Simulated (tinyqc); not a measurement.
# Changing the carrier density n

Model: single-band model of a thermoelectric material. Computed by tinyqc, a small Python program. Command: `OMP_NUM_THREADS=1 python tinyqc.py 3005022 3005023 out.jsonl thermo sweep`. One thread of a shared host (Intel(R) Xeon(R) Processor @ 2.30GHz), about 0.01 s of CPU time with the checks.

One spherical band, one scattering law, no minority carriers and no phonon drag. In a real material minority carriers limit |S| to about E_g/(2 e T), so larger values are formal. eta = E_F/(k_B T) is counted from the band edge; f = 1/(1 + exp(x - eta)).

Inputs (values chosen for the exercise, modelled on n-type Mg3Sb2):
```
quantity,value,unit
density-of-states mass m,1.1,m_0
non-parabolicity alpha,0.89,1/eV
mobility parameter mu_300,260,cm^2/(V s)
temperature exponent p,2.5,-
lattice thermal conductivity kappa_L,0.82,W/(m K)
temperature T,730,K
```

Band: Kane. Scattering: acoustic phonons, r = -0.5.

Constants: m_0 = 9.1093837015e-31 kg; k_B = 1.380649e-23 J/K; hbar = 1.054571817e-34 J s; k_B = 8.617333262e-05 eV/K; e = 1.602176634e-19 C.

Method:
- With x = E/(k_B T), a = alpha k_B T (0 for a parabolic band), G = x (1 + a x), D = 1 + 2 a x and <y> = int y f (1 - f) dx, f = 1/(1 + exp(x - eta)): tau = tau_0 G^r/D; transport function s = G^(3/2 + r)/D^2; n = N_0 <G^(3/2)> with N_0 = (2 m k_B T)^(3/2)/(3 pi^2 hbar^3).
- Integrals over x = E/(k_B T) use 160 Gauss-Legendre points in u = sqrt(x) from 0 to sqrt(max(eta, 0) + 32).
- Solve for eta.
- sigma = e mu_0 N_0 <s> with mu_0 = e tau_0/m = mu_300 (T/300 K)^(-p); |S| = (k_B/e)(<x s>/<s> - eta); Lorenz number L = (k_B/e)^2 (<x^2 s>/<s> - (<x s>/<s>)^2); kappa_e = L sigma T; zT = S^2 sigma T/(kappa_L + kappa_e).
- Hall factor r_H = <G^(3/2)> <G^(3/2 + 2r)/D^4>/<s>^2; drift mobility sigma/(n e) with n = N_0 <G^(3/2)>; power factor S^2 sigma.

One run for each value:
```
carrier density n (1/cm^3),zT,Seebeck coefficient |S| (microvolt/K),power factor (microwatt/(cm K^2)),conductivity sigma (S/cm),Lorenz number L (1e-8 V^2/K^2),reduced Fermi level eta
2.30e+17,0.02138,701.82,0.2403,4.8779e-01,1.2043,-6.3673
6.70e+17,0.04692,609.72,0.5278,1.4198e+00,1.2049,-5.2971
2.00e+18,0.09962,515.62,1.1241,4.2280e+00,1.2069,-4.2003
5.70e+18,0.19068,425.73,2.1695,1.1970e+01,1.2123,-3.1441
1.70e+19,0.33205,332.67,3.8727,3.4992e+01,1.2285,-2.0245
4.80e+19,0.45737,246.19,5.6827,9.3760e+01,1.2714,-0.9139
1.40e+20,0.43110,162.14,6.2651,2.3830e+02,1.3848,0.3641
1.20e+21,0.04742,39.52,1.3626,8.7243e+02,2.0061,4.3689
3.50e+21,0.00627,14.27,0.2420,1.1883e+03,2.3003,8.0681
```

Give the missing row, carrier density n (1/cm^3) = 4.10e+20.

Computed row; columns: (1) carrier density n (1/cm^3); (2) zT; (3) Seebeck coefficient |S| (microvolt/K); (4) power factor (microwatt/(cm K^2)); (5) conductivity sigma (S/cm); (6) Lorenz number L (1e-8 V^2/K^2); (7) reduced Fermi level eta:
```
(1)           (2)    (3)     (4)         (5)     (6)     (7)
4.10e+20  0.21155  89.91  4.1506  5.1350e+02  1.6332  1.9908
```

Interpolating between the two neighbouring rows (the first column on a logarithmic scale, the others too where they are positive) misses most in reduced Fermi level eta, by 37 %. Over the rows, zT goes from 0.0214 through a maximum among these rows, 0.457 at 4.80e19, to 0.00627; Seebeck coefficient |S| (microvolt/K) falls from 702 to 14.3 (exponent d ln y / d ln x -0.13 between the first rows and -0.95 between the last); power factor (microwatt/(cm K^2)) goes from 0.240 through a maximum among these rows, 6.27 at 1.40e20, to 0.242. At the low end the exponent of conductivity sigma is 1.00, close to 1: the mobility hardly depends on n here.

Extremes, crossings and ranges named in words are read from the listed rows.
